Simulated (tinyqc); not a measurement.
Graded p-n junction, non-linear Poisson equation by Newton steps: one step of the calculation.

One dimension, p side on the left, n side on the right; net doping C = (Nd - Na)/2 + ((Nd + Na)/2) tanh(x/Lg). The potential psi is counted from the intrinsic level, and the quasi-Fermi potentials are flat: 0 for holes and -V for electrons, so n = ni exp((psi + V)/Vt) and p = ni exp(-psi/Vt) (Boltzmann statistics, full ionisation, no current).

Task. Converged densities, field and charge. n and p as above; field E_i = -(psi_(i+1) - psi_i)/h_i on each interval; charge on either side of the peak Q = eps0 eps_r |E|max (Gauss).

Inputs (values chosen for the exercise); band and dielectric values close to those of gallium nitride:
- T = 300 K (temperature)
- eps_r = 9.32 (relative permittivity)
- V = 0 V (bias of the p side against the n side)

Constants: q = 1.602176634e-19 C, kB = 1.380649e-23 J/K, Vt = kB T/q, eps0 = 8.8541878128e-14 F/cm where lengths are in cm. Results are converted to the units shown.

| node | x (nm) | converged psi (V) | net doping C (cm^-3) |
|---|---|---|---|
| 0 | -2250 | -1.5053791 | -1.2000000e16 |
| 1 | -1740 | -1.5053791 | -1.1999999e16 |
| 2 | -1320 | -1.5053778 | -1.1999927e16 |
| 3 | -973 | -1.5052478 | -1.1996530e16 |
| 4 | -682 | -1.4948114 | -1.1912033e16 |
| 5 | -440 | -0.9929754 | -1.0714556e16 |
| 6 | -238 | 0.3587894 | -5.9085302e14 |
| 7 | -70 | 1.5186832 | 4.2145432e16 |
| 8 | 70 | 1.5614509 | 1.0585457e17 |
| 9 | 228 | 1.5701890 | 1.4734868e17 |
| 10 | 407 | 1.5720383 | 1.5815133e17 |
| 11 | 609 | 1.5723102 | 1.5980217e17 |
| 12 | 838 | 1.5723401 | 1.5998445e17 |
| 13 | 1100 | 1.5723425 | 1.5999915e17 |
| 14 | 1390 | 1.5723427 | 1.5999997e17 |

ni = 6.1648969e-10 cm^-3

Give: n; p; field E; peak |E|; charge Q.

Result.

| node | n (cm^-3) | p (cm^-3) |
|---|---|---|
| 0 | 3.167e-35 | 1.200e16 |
| 1 | 3.167e-35 | 1.200e16 |
| 2 | 3.167e-35 | 1.200e16 |
| 3 | 3.183e-35 | 1.194e16 |
| 4 | 4.766e-35 | 7.974e15 |
| 5 | 1.284e-26 | 2.959e7 |
| 6 | 6.566e-4 | 5.788e-16 |
| 7 | 2.008e16 | 1.893e-35 |
| 8 | 1.050e17 | 3.620e-36 |
| 9 | 1.472e17 | 2.582e-36 |
| 10 | 1.581e17 | 2.404e-36 |
| 11 | 1.598e17 | 2.378e-36 |
| 12 | 1.600e17 | 2.376e-36 |
| 13 | 1.600e17 | 2.375e-36 |
| 14 | 1.600e17 | 2.375e-36 |

| interval | field E (kV/cm) |
|---|---|
| 0 | 0.00 |
| 1 | 0.00 |
| 2 | 0.00 |
| 3 | -0.36 |
| 4 | -20.74 |
| 5 | -66.92 |
| 6 | -69.04 |
| 7 | -3.05 |
| 8 | -0.55 |
| 9 | -0.10 |
| 10 | -0.01 |
| 11 | 0.00 |
| 12 | 0.00 |
| 13 | 0.00 |

peak |E| = 69.04 kV/cm
charge Q = 56.97 nC/cm^2

Numbers from tinyqc (`OMP_NUM_THREADS=1 python tinyqc.py 2000151 2000152 out.jsonl`; about 0.05 s on one thread of a shared Intel Xeon 2.30GHz).
